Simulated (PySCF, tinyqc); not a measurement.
Worked calculation: FCI on RHF in the sto-6g basis, frozen core, for BeH+, spin multiplicity 1. The lowest restricted solution is unstable here: a spin-polarised one lies 0.0088 hartree lower (PySCF). Computed by tinyqc, a small Python program that keeps every step (integrals from PySCF). Settings: charge = 1, multiplicity = 1, basis = sto-6g, method = RHF, frozen orbitals = 1, energy threshold = 1e-10, iteration cap = 67, orthogonalisation = canonical, start = core, DIIS depth = 6, ci = FCI. Command: `OMP_NUM_THREADS=1 python tinyqc.py 20223 20224 out.jsonl` (the two numbers bound the seeds that draw the settings). One thread of a shared host (Intel(R) Xeon(R) Processor @ 2.60GHz), about 0.2 s of CPU time with the checks. The early iterations of the SCF are left out here.

## One-electron integrals

Geometry (angstrom):
```
atom         x         y         z
Be    0.000000  0.000000  0.000000
H     0.000000  0.000000  1.850000
```

Basis sto-6g: exponents (1/bohr^2) and contraction coefficients of normalised primitives:
```
element  l (shell)    exponent  coefficient
Be           s (1)  312.870494     0.009164
Be           s (1)   57.364463     0.049361
Be           s (1)   16.048509     0.168538
Be           s (1)    5.513096     0.370563
Be           s (1)    2.140897     0.416492
Be           s (1)    0.881739     0.130334
Be           s (2)   13.633247    -0.013253
Be           s (2)    2.698375    -0.046992
Be           s (2)    0.838653    -0.033785
Be           s (2)    0.322660     0.250242
Be           s (2)    0.140131     0.595117
Be           s (2)    0.064233     0.240706
Be           p (3)   13.633247     0.003760
Be           p (3)    2.698375     0.037679
Be           p (3)    0.838653     0.173897
Be           p (3)    0.322660     0.418036
Be           p (3)    0.140131     0.425860
Be           p (3)    0.064233     0.101708
H            s (1)   35.523221     0.009164
H            s (1)    6.513144     0.049361
H            s (1)    1.822143     0.168538
H            s (1)    0.625955     0.370563
H            s (1)    0.243077     0.416492
H            s (1)    0.100112     0.130334
```

Overlap, kinetic and nuclear-attraction integrals over the contracted functions; the nuclear repulsion is the sum of Za Zb / Rab.

nuclear repulsion = 1.14416694 hartree

overlap S, lower triangle:
```
           1Be 1s    1Be 2s   1Be 2px   1Be 2py   1Be 2pz     2H 1s
1Be 1s   1.000000
1Be 2s   0.254764  1.000000
1Be 2px  0.000000  0.000000  1.000000
1Be 2py  0.000000  0.000000  0.000000  1.000000
1Be 2pz  0.000000  0.000000  0.000000  0.000000  1.000000
2H 1s    0.022929  0.277235  0.000000  0.000000  0.359060  1.000000
```

kinetic energy T (hartree), lower triangle:
```
            1Be 1s    1Be 2s   1Be 2px   1Be 2py   1Be 2pz     2H 1s
1Be 1s    6.768753
1Be 2s   -0.207382  0.220121
1Be 2px   0.000000  0.000000  0.661265
1Be 2py   0.000000  0.000000  0.000000  0.661265
1Be 2pz   0.000000  0.000000  0.000000  0.000000  0.661265
2H 1s    -0.008414  0.013980  0.000000  0.000000  0.066093  0.768522
```

nuclear attraction V (hartree), lower triangle:
```
             1Be 1s     1Be 2s    1Be 2px    1Be 2py    1Be 2pz      2H 1s
1Be 1s   -15.000833
1Be 2s    -1.723607  -2.581996
1Be 2px    0.000000   0.000000  -2.559929
1Be 2py    0.000000   0.000000   0.000000  -2.559929
1Be 2pz   -0.009946  -0.095288   0.000000   0.000000  -2.625822
2H 1s     -0.167527  -0.631449   0.000000   0.000000  -0.803832  -2.382683
```

core Hamiltonian H = T + V (hartree), lower triangle:
```
            1Be 1s     1Be 2s    1Be 2px    1Be 2py    1Be 2pz      2H 1s
1Be 1s   -8.232080
1Be 2s   -1.930989  -2.361875
1Be 2px   0.000000   0.000000  -1.898663
1Be 2py   0.000000   0.000000   0.000000  -1.898663
1Be 2pz  -0.009946  -0.095288   0.000000   0.000000  -1.964557
2H 1s    -0.175941  -0.617470   0.000000   0.000000  -0.737740  -1.614161
```

## Two-electron integrals

Functions are numbered as in S; the eight-fold symmetry (ij|kl) = (ji|kl) = (kl|ij) leaves the list below.

Two-electron integrals (ij|kl) in chemists' order, unique and non-zero (hartree):
```
(11|11) 2.299996   (21|11) 0.361879   (21|21) 0.071926   (22|11) 0.570332
(22|21) 0.139654   (22|22) 0.417773   (31|31) 0.015252   (32|31) 0.022555
(32|32) 0.092340   (33|11) 0.570332   (33|21) 0.139654   (33|22) 0.417773
(33|33) 0.450117   (41|41) 0.015252   (42|41) 0.022555   (42|42) 0.092340
(43|43) 0.024258   (44|11) 0.570332   (44|21) 0.139654   (44|22) 0.417773
(44|33) 0.401601   (44|44) 0.450117   (51|51) 0.015252   (52|51) 0.022555
(52|52) 0.092340   (53|53) 0.024258   (54|54) 0.024258   (55|11) 0.570332
(55|21) 0.139654   (55|22) 0.417773   (55|33) 0.401601   (55|44) 0.401601
(55|55) 0.450117   (61|11) 0.032976   (61|21) 0.006390   (61|22) 0.012448
(61|33) 0.012345   (61|44) 0.012345   (61|51) 0.000640   (61|52) 0.001269
(61|55) 0.012654   (61|61) 0.000601   (62|11) 0.111611   (62|21) 0.027956
(62|22) 0.095280   (62|33) 0.091374   (62|44) 0.091374   (62|51) 0.003774
(62|52) 0.025082   (62|55) 0.103092   (62|61) 0.002781   (62|62) 0.037439
(63|31) 0.002226   (63|32) 0.011149   (63|53) 0.003945   (63|63) 0.002747
(64|41) 0.002226   (64|42) 0.011149   (64|54) 0.003945   (64|64) 0.002747
(65|11) 0.131852   (65|21) 0.033344   (65|22) 0.118081   (65|33) 0.111315
(65|44) 0.111315   (65|51) 0.005992   (65|52) 0.038838   (65|55) 0.131612
(65|61) 0.003434   (65|62) 0.052117   (65|65) 0.073896   (66|11) 0.285725
(66|21) 0.072733   (66|22) 0.277155   (66|33) 0.259115   (66|44) 0.259115
(66|51) 0.009791   (66|52) 0.087617   (66|55) 0.313235   (66|61) 0.007338
(66|62) 0.148545   (66|65) 0.217062   (66|66) 0.774999
```

## Orthogonalisation

S = U s U^T; canonical form X = U s^(-1/2), so that X^T S X = 1. Each column of U has its largest component positive (the first on a tie).

eigenvalues of S: 0.522850  0.803186  1.000000  1.000000  1.180608  1.493356

X:
```
                 1          2          3         4          5         6
1Be 1s    0.334102   0.748702   0.000000  0.000000   0.584118  0.243566
1Be 2s   -0.707739  -0.551729   0.000000  0.000000   0.436794  0.423919
1Be 2px   0.000000   0.000000  -0.337459  0.941340   0.000000  0.000000
1Be 2py   0.000000   0.000000   0.941340  0.337459   0.000000  0.000000
1Be 2pz  -0.685587   0.540619   0.000000  0.000000  -0.501423  0.386139
2H 1s     0.911068  -0.296335   0.000000  0.000000  -0.252218  0.530564
```

Within a degenerate level the vectors are fixed only up to a rotation; this is one choice.

## Iteration 8 (converged): orbitals

converged F (hartree), lower triangle:
```
            1Be 1s     1Be 2s    1Be 2px    1Be 2py    1Be 2pz      2H 1s
1Be 1s   -5.057015
1Be 2s   -1.357159  -0.813979
1Be 2px   0.000000   0.000000  -0.126013
1Be 2py   0.000000   0.000000   0.000000  -0.126013
1Be 2pz   0.015517  -0.093509   0.000000   0.000000  -0.228342
2H 1s    -0.122720  -0.358290   0.000000   0.000000  -0.312430  -0.407344
```

Diagonalise F' = X^T F X, C = X C', fill 2 alpha and 2 beta electrons from the bottom; D = 2 C_occ C_occ^T. Each column has its largest component positive (the first on a tie).

F' = X^T F X (hartree), lower triangle:
```
           1          2          3          4          5          6
1  -0.096040
2  -0.607619  -1.958042
3   0.000000   0.000000  -0.126013
4   0.000000   0.000000   0.000000  -0.126013
5  -0.543964  -2.002185   0.000000   0.000000  -2.588622
6  -0.258978  -0.902645   0.000000   0.000000  -1.207872  -1.223852
```

orbital energies (hartree): MO1 -5.058170, MO2 -0.643741, MO3 -0.252845, MO4 -0.126013, MO5 -0.126013, MO6 0.088201

coefficients C:
```
               MO1        MO2        MO3       MO4        MO5        MO6
1Be 1s    0.995737  -0.190188  -0.189655  0.000000   0.000000   0.095208
1Be 2s    0.016378   0.661213   0.732802  0.000000   0.000000  -0.448693
1Be 2px   0.000000   0.000000   0.000000  0.516619   0.856215   0.000000
1Be 2py   0.000000   0.000000   0.000000  0.856215  -0.516619   0.000000
1Be 2pz  -0.002431   0.254501  -0.583086  0.000000   0.000000  -0.870667
2H 1s    -0.001447   0.503626  -0.386899  0.000000   0.000000   0.927167
```

D after iteration 8, lower triangle:
```
            1Be 1s    1Be 2s   1Be 2px   1Be 2py   1Be 2pz     2H 1s
1Be 1s    2.055326
1Be 2s   -0.218895  0.874942
1Be 2px   0.000000  0.000000  0.000000
1Be 2py   0.000000  0.000000  0.000000  0.000000
1Be 2pz  -0.101648  0.336478  0.000000  0.000000  0.129553
2H 1s    -0.194449  0.665961  0.000000  0.000000  0.256353  0.507282
```

Within a degenerate level the vectors are fixed only up to a rotation; this is one choice.

## Convergence

Stop when the energy changes by less than 1e-10 hartree and every element of the error matrix X^T (F D S - S D F) X is below 3e-06.

Course of the cycle:
```
iteration   E (hartree)     change  largest element of the error matrix
1          -14.51083262          -                             3.50e-01
2          -14.75692009  -2.46e-01                             5.85e-02
3          -14.76139557  -4.48e-03                             1.04e-02
4          -14.76188589  -4.90e-04                             4.09e-03
5          -14.76196203  -7.61e-05                             1.33e-04
6          -14.76196210  -7.35e-08                             2.22e-05
7          -14.76196210  -2.29e-09                             1.68e-07
8          -14.76196210  -4.62e-14                             3.18e-09
```

PySCF RHF in the same basis = -14.76196210 hartree

Converged in 8 iterations.

## Integrals over molecular orbitals

(pq|rs) = sum C_ip C_jq C_kr C_ls (ij|kl), one index at a time.

one-electron integrals over orbitals h = C^T H C (hartree), lower triangle:
```
           1          2          3          4          5          6
1  -8.225077
2   0.176074  -1.979141
3   0.197397  -0.082456  -1.866563
4   0.000000   0.000000   0.000000  -1.898663
5   0.000000   0.000000   0.000000   0.000000  -1.898663
6  -0.066907   0.241873  -0.096334   0.000000   0.000000  -1.661021
```

Two-electron integrals over orbitals (pq|rs), unique and non-zero (hartree); the lowest 1 orbital is frozen and left out:
```
(22|22) 0.453112    (32|22) -0.065105   (32|32) 0.064762    (33|22) 0.327086
(33|32) 0.032548    (33|33) 0.425187    (42|42) 0.045528    (43|42) 0.034852
(43|43) 0.048309    (44|22) 0.346916    (44|32) 0.042364    (44|33) 0.381591
(44|44) 0.450117    (52|52) 0.045528    (53|52) 0.034852    (53|53) 0.048309
(54|54) 0.024258    (55|22) 0.346916    (55|32) 0.042364    (55|33) 0.381591
(55|44) 0.401601    (55|55) 0.450117    (62|22) 0.019191    (62|32) -0.056918
(62|33) -0.008353   (62|44) -0.070320   (62|55) -0.070320   (62|62) 0.118430
(63|22) -0.057132   (63|32) 0.060724    (63|33) 0.050019    (63|44) 0.037534
(63|55) 0.037534    (63|62) -0.061309   (63|63) 0.077144    (64|42) -0.025189
(64|43) -0.007581   (64|64) 0.022299    (65|52) -0.025189   (65|53) -0.007581
(65|65) 0.022299    (66|22) 0.459421    (66|32) -0.068428   (66|33) 0.355243
(66|44) 0.350964    (66|55) 0.350964    (66|62) 0.043342    (66|63) -0.059457
(66|66) 0.494715
```

## FCI: determinants and Hamiltonian

one-electron integrals dressed by the frozen orbital, h + 2 (pq|11) - (p1|1q) (hartree), lower triangle:
```
           2          3          4          5          6
2  -1.096853
3   0.065105  -0.842254
4   0.000000   0.000000  -0.774318
5   0.000000   0.000000   0.000000  -0.774318
6  -0.019191   0.057346   0.000000   0.000000  -0.712211
```

energy of the frozen orbital, 2 h_11 + (11|11) = -14.16553439 hartree

Hartree-Fock energy = -14.76196210 hartree

Slater-Condon rules over spin orbitals, with the nuclear repulsion and the energy of the frozen orbital added and E(HF) subtracted on the diagonal. Only determinants linked to the reference directly or through others are kept (one block of an abelian symmetry group), so some states are absent.

Occupation strings over the orbitals (2 doubly, a alpha, b beta, 0 empty; spin orbitals ordered 1a 1b 2a 2b ...): 220000 2ab000 2a000b 2ba000 2b000a 202000 20a00b 200200 200020 20b00a 200002

H - E(HF) between determinants (hartree), lower triangle:
```
           220000     2ab000     2a000b     2ba000     2b000a     202000     20a00b    200200
220000   0.000000
2ab000   0.000000   0.128573
2a000b   0.000000   0.000214   0.390951
2ba000   0.000000  -0.064762   0.056918   0.128573
2b000a   0.000000   0.056918  -0.118430   0.000214   0.390951
202000   0.064762   0.097653   0.060724  -0.097653  -0.060724   0.481274
20a00b  -0.056918   0.060724  -0.003323   0.027545   0.061309   0.107366   0.541372
200200   0.045528   0.034852  -0.025189  -0.034852   0.025189   0.048309  -0.007581  0.642075
200020   0.045528   0.034852  -0.025189  -0.034852   0.025189   0.048309  -0.007581  0.024258
20b00a   0.056918   0.027545   0.061309   0.060724  -0.003323  -0.107366  -0.077144  0.007581
200002   0.118430  -0.061309   0.024150   0.061309  -0.024150   0.077144  -0.002111  0.022299

          200020    20b00a    200002
200020  0.642075
20b00a  0.007581  0.541372
200002  0.022299  0.002111  0.810887
```

## FCI: roots

Diagonalise (each vector has its largest component positive (the first on a tie)); all determinants have Ms = 0, so triplets appear too. The lowest singlet root is the correlation energy.

lowest roots of this matrix, relative to E(HF) (hartree): -0.042136  0.036644  0.101909  0.260393  0.355768  0.503524  0.555989  0.617817

lowest vectors:
```
           root 1     root 2     root 3     root 4
220000   0.961892   0.000000  -0.130860   0.000000
2ab000   0.046578   0.683114   0.616245   0.090452
2a000b   0.036343  -0.135301   0.138372   0.663253
2ba000  -0.046578   0.683114  -0.616245   0.090452
2b000a  -0.036343  -0.135301  -0.138372   0.663253
202000  -0.164731   0.000000  -0.391325   0.000000
20a00b   0.109430  -0.122671   0.044579  -0.227847
200200  -0.046743   0.000000  -0.024963   0.000000
200020  -0.046743   0.000000  -0.024963   0.000000
20b00a  -0.109430  -0.122671  -0.044579  -0.227847
200002  -0.111025   0.000000   0.163429   0.000000
```

<S^2> of these roots: 0.000000  2.000000  0.000000  2.000000  0.000000  2.000000  0.000000  0.000000

weight of the ground state by excitation level 0, 1, 2, ...: 0.925237  0.006981  0.067783
